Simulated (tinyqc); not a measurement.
# Charge-trap memory cell: threshold shift against programming time

Channel, tunnel oxide, storage layer, blocking layer, gate. N electrons per area sit in a sheet at the centroid and shift the threshold by U = (q/eps0) N (tb/eb + xc tn/en). EOT = t1 + 3.9 (tn/en + tb/eb); tunnel field F = (Vg - U)/EOT; dN/dt = eta (J/q)(1 - N/Nm). Fowler-Nordheim: J = A F^2 exp(-B/F), A = q^2/(16 pi^2 hbar mo phi) (times 1e14 for A/cm^2 with F in V/nm, emitter mass m0), B = (4/3) sqrt(mo/C) phi^1.5, C = hbar^2/(2 m0).

The rate equation is integrated from N = 0 to the digits shown; blocking field (3.9 F + q N/eps0)/eb.

Parameters, values chosen for the exercise; oxide values close to those of silicon dioxide, storage layer close to silicon nitride, blocking layer close to aluminium oxide: tunnel barrier phi = 3.1 eV; tunnelling mass mo = 0.45 m0; tunnel oxide (permittivity 3.9) t1 = 5.9 nm; storage layer tn = 4.8 nm; its relative permittivity en = 7.6; blocking layer tb = 9.1 nm; its relative permittivity eb = 9; charge centroid, share of tn counted from the blocking side xc = 0.53; capture efficiency of an empty layer eta = 0.78; trap density Nm = 1.7e13 cm^-2; gate voltage less flat band and surface potential Vg = 13.8 V.

Constants: q = 1.602176634e-19 C, hbar = 1.054571817e-34 J s, m0 = 9.1093837015e-31 kg, eps0 = 8.8541878128e-14 F/cm where lengths are in cm, hbar^2/(2 m0) = 0.0380998212 eV nm^2. Results are converted to the units shown.

Threshold shift against programming time:
```
t (s)       N/Nm    U (V)  F (V/nm)  blocking field (V/nm)
2.3e-6   0.01750  0.07245     1.115                 0.4894
1.3e-5   0.07598   0.3146     1.096                 0.5008
7.2e-5    0.2081   0.8614     1.051                 0.5267
0.00041   0.3764    1.558    0.9947                 0.5597
0.0023    0.5350    2.215    0.9414                 0.5908
0.013     0.6757    2.797    0.8940                 0.6184
0.073     0.7964    3.297    0.8534                 0.6420
0.41      0.8963    3.711    0.8198                 0.6616
2.3       0.9689    4.011    0.7954                 0.6758
```

U rises from 0.0724 to 4.01 V, by 0.402 V a decade at the end. The traps are 96.9 % full, so filling caps the shift at 4.14 V. The blocking field reaches 6.76 MV/cm, where electrons may escape to the gate, which the model leaves out.

Range of the model: The Fowler-Nordheim form needs F t1 above phi; trap-assisted paths and leakage through the blocking layer are left out.

Numbers from tinyqc (`OMP_NUM_THREADS=1 python tinyqc.py 2130026 2130027 out.jsonl`; about 0.06 s on one thread of a shared Intel Xeon 2.30GHz).
